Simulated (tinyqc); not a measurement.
# Donor in an ellipsoidal valley (Kohn-Luttinger variational method), step by step

A worked calculation. Computed by tinyqc, a small Python program that keeps every step. Command: `OMP_NUM_THREADS=1 python tinyqc.py 3004479 3004480 out.jsonl kohnlutt walk`. One thread of a shared host (Intel(R) Xeon(R) Processor @ 2.30GHz), about 0.05 s of CPU time with the checks. Intermediate numbers are printed to about 5 digits and carried at full precision; extremes and crossings named in words are read from the listed rows.

H = -(d^2/dx^2 + d^2/dy^2) - gamma d^2/dz^2 - 2/r in units built on m_t, with gamma = m_t/m_l and z along the valley axis. One valley; no valley-orbit or central-cell term.

Inputs (values chosen for the exercise, modelled on GaP):
```
quantity                      value  unit
transverse mass m_t           0.251   m_0
longitudinal mass m_l           1.2   m_0
dielectric constant eps        11.1     -
trial ratio b/a                0.44     -
observed depth chosen for 1s   62.8   meV
```

Constants: Ry = 13.605693123 eV; a_0 = 0.529177210903 angstrom; h x 1 THz = 4.135667696 meV.

## Effective units

Ry* = Ry m_t/eps^2, a* = a_0 eps/m_t, gamma = m_t/m_l.

Ry* = 27.717 meV

a* = 23.402 angstrom

gamma = 0.20917

## Energy at a trial ratio

Trial function exp(-sqrt((x^2 + y^2)/a^2 + z^2/b^2)) with beta = b/a < 1: E = t/a^2 - u/a, t = (2 + gamma/beta^2)/3, u = 2 arcsin(sqrt(1 - beta^2))/sqrt(1 - beta^2); the best a is 2 t/u and E(beta) = -u^2/(4 t).

t = 1.0268

u = 2.4837

best a = 0.82682 a*

E(beta) = -1.5020 Ry*

## Minimum over the ratio

Golden-section search on beta from 0.05 to 0.999, 60 steps.

Search, first ten steps; c and d are the inner points:
```
step      low     high        c  E(c) (Ry*)        d  E(d) (Ry*)
1     0.05000  0.99900  0.41249     -1.4692  0.63651     -1.5550
2     0.41249  0.99900  0.63651     -1.5550  0.77497     -1.4970
3     0.41249  0.77497  0.55094     -1.5614  0.63651     -1.5550
4     0.41249  0.63651  0.49806     -1.5454  0.55094     -1.5614
5     0.49806  0.63651  0.55094     -1.5614  0.58363     -1.5629
6     0.55094  0.63651  0.58363     -1.5629  0.60383     -1.5612
7     0.55094  0.60383  0.57114     -1.5630  0.58363     -1.5629
8     0.55094  0.58363  0.56343     -1.5626  0.57114     -1.5630
9     0.56343  0.58363  0.57114     -1.5630  0.57591     -1.5630
10    0.57114  0.58363  0.57591     -1.5630  0.57886     -1.5630
```

best beta = 0.57585

radius a of the 1s trial function = 17.529 angstrom

radius b of the 1s trial function = 10.094 angstrom

1s binding energy, trial function = 43.323 meV

The envelope is flattened along the heavy axis; beta is close to gamma^(1/3) = 0.594.

## Levels from a Gaussian basis

Gaussian basis: g = P exp(-al (x^2 + y^2) - be z^2) with P = 1 (s-like), z (2p0) or x (2p+-); al = 0.004 x 2.6^k, k = 0..11, and be/al = 1, gamma^(-1/2) or 1/gamma (36 functions); 1/r = (2/sqrt(pi)) int exp(-t^2 r^2) dt by 48 Gauss-Legendre points after t = sqrt(al_i + al_j) tan(theta); overlap eigenvalues below 1e-10 are dropped.

1s binding energy, Gaussian basis = 43.380 meV

2p0 binding energy = 15.925 meV

2p+- binding energy = 8.8901 meV

The two-parameter trial function recovers 99.87 % of the 1s binding of the larger basis. 2p0, with its lobes along the heavy axis, is bound 1.79 times as strongly as 2p+-.

## Optical lines and the chemical shift

With an observed depth of 1s, the lines are 1s -> 2p0 = depth - E(2p0) and 1s -> 2p+- = depth - E(2p+-); the chemical shift is depth - E(1s, Gaussian basis); 1 meV = 1 THz/4.135667696.

line 1s -> 2p0 = 46.875 meV

line 1s -> 2p+- = 53.910 meV

chemical shift = 19.420 meV

frequency of the line 1s -> 2p+- = 13.035 THz

The spacing of the two lines, 7.035 meV, does not depend on the depth, so it is the same for every donor in this host.

## Which single mass stands for the valley

A hydrogenic level is Ry m/eps^2 for one mass m; errors are against the Gaussian basis.

1s binding energy:
```
rule                                      mass (m_0)  binding (meV)  error (%)
transverse mass                               0.2510          27.72     -36.11
conductivity mass 3/(2/m_t + 1/m_l)           0.3409          37.64     -13.23
density-of-states mass (m_t^2 m_l)^(1/3)      0.4228          46.69       7.64
longitudinal mass                             1.2000         132.51     205.47
trial function with a and b                        -          43.32      -0.13
mass that fits 1s                             0.3928          43.38       0.00
```

The conductivity mass, which is what a spherical trial function (a = b) gives, falls short by 13.2 %, as a restricted variational bound must; the density-of-states mass is off by +7.6 %. The mass that fits lies between the two.

## Levels against anisotropy

The trial energy is minimised over beta by golden section from 0.05 to 0.999, 60 steps.

Binding energies (Ry*):
```
gamma  1s, trial  1s, Gaussians     2p0     2p+-
0.052     2.0758         2.0870  1.0102  0.36733
0.100     1.8387         1.8445  0.7905  0.34751
0.210     1.5615         1.5636  0.5735  0.32059
0.310     1.4162         1.4172  0.4755  0.30461
0.360     1.3609         1.3616  0.4410  0.29816
0.600     1.1759         1.1761  0.3358  0.27488
0.860     1.0508         1.0508  0.2734  0.25748
```

As gamma falls from 0.86 to 0.052, 1s deepens from 1.051 to 2.087 Ry*, on the way from the hydrogen value 1 to the two-dimensional limit 4; 2p+- moves from 0.257 to 0.367 (limits 1/4 and 4/9), while 2p0 climbs from 0.273 to 1.010 and joins 1s as gamma tends to 0. Near gamma = 1 the trial function is almost exact and can pass the Gaussian basis, whose own error is about 3e-5 Ry*.

Checks made by the program: the Gaussian basis at gamma = 1 against 1, 1/4 and 1/4 Ry* (relative difference 3e-05); trial function against Gaussian basis (relative difference 1e-03).
